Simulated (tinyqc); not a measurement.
# From zero-phonon weight back to displacement dQ

Model: configuration-coordinate model of a defect: Huang-Rhys factor and luminescence line shape. Computed by tinyqc, a small Python program. Command: `OMP_NUM_THREADS=1 python tinyqc.py 3011286 3011287 out.jsonl ccline inv`. One thread of a shared host (Intel(R) Xeon(R) Processor @ 2.30GHz), about 0.06 s of CPU time with the checks.

Ground state E_g(Q) = (1/2) omega_g^2 Q^2; excited state E_e(Q) = E_0 + (1/2) omega_e^2 (Q - dQ)^2 with omega_e = omega_g and E_0 = E_ZPL. Q is mass-weighted; the dipole does not depend on Q (Condon approximation).

Inputs (values chosen for the exercise, for a model defect in a wide-gap host): zero-phonon energy E_ZPL = 3.42 eV; ground-state phonon hbar omega_g = 152 meV; temperature T = 20 K.

Modes: equal frequencies in both states.

Constants: hbar^2/u = 4.18015928e-03 eV angstrom^2; k_B = 8.617333262e-05 eV/K.

Method:
- S = hbar omega dQ^2/(2 hbar^2/u) for each state; relaxation energy S hbar omega; absorption at E_0 + S_e hbar omega_e, emission at E_0 - S_g hbar omega_g; the Stokes shift is their difference.
- Overlaps <m_e|n_g> of harmonic-oscillator functions (Hermite recursion, positive leading coefficients) by a sum over an even grid (700 points from x = -9 to 9 + d for the small table, 1500 points from -16 to 16 + d for the thermal sums), with x = Q sqrt(omega_g/hbar), d = sqrt(2 S_g) and frequency ratio omega_e/omega_g.
- Initial levels m = 0..24 carry Boltzmann weights exp(-m hbar omega_e/k_B T), normalised; final levels n = 0..79; a line lies at E_ZPL + m hbar omega_e - n hbar omega_g with weight w_m <m|n>^2. Moments are taken over these weights without the E^3 factor; FWHM = 2 sqrt(2 ln 2) x standard deviation; the zero-phonon weight is the sum of w_m <m|m>^2.

Task: A run gave the result below. Find the displacement dQ, known to lie between 0.16 and 0.48 u^(1/2) angstrom.

zero-phonon weight = 0.2712087

Result:

Each step takes the trial c = (a f_b - b f_a)/(f_b - f_a), f being the result less the target and a, b, c the logarithms of the listed values; c replaces end b, the old b replaces a if the sign of f changed, and otherwise f_a is halved.

Scan of the range:

| displacement dQ (u^(1/2) angstrom) | zero-phonon weight |
|---|---|
| 0.160 | 0.627861 |
| 0.192 | 0.511591 |
| 0.231 | 0.379021 |
| 0.277 | 0.247828 |
| 0.333 | 0.133176 |
| 0.400 | 0.054531 |
| 0.480 | 0.015162 |

False position (Illinois rule, in the logarithm of the input) inside the bracket:

| step | end a | end b | trial | zero-phonon weight |
|---|---|---|---|---|
| 1 | 0.231000 | 0.277000 | 0.268179 | 0.270473 |
| 2 | 0.231000 | 0.268179 | 0.267640 | 0.271895 |
| 3 | 0.268179 | 0.267640 | 0.267900 | 0.271208 |
| 4 | 0.267640 | 0.267900 | 0.267900 | 0.271209 |

Zero-phonon weight falls at every point of a 13-point scan of the range (every second point is shown), so one value fits; it is bracketed by 0.231 and 0.277. Answer: displacement dQ = 0.2679 u^(1/2) angstrom.

Caution: for small S the spectrum is a set of resolved lines, and a Gaussian width has little meaning.
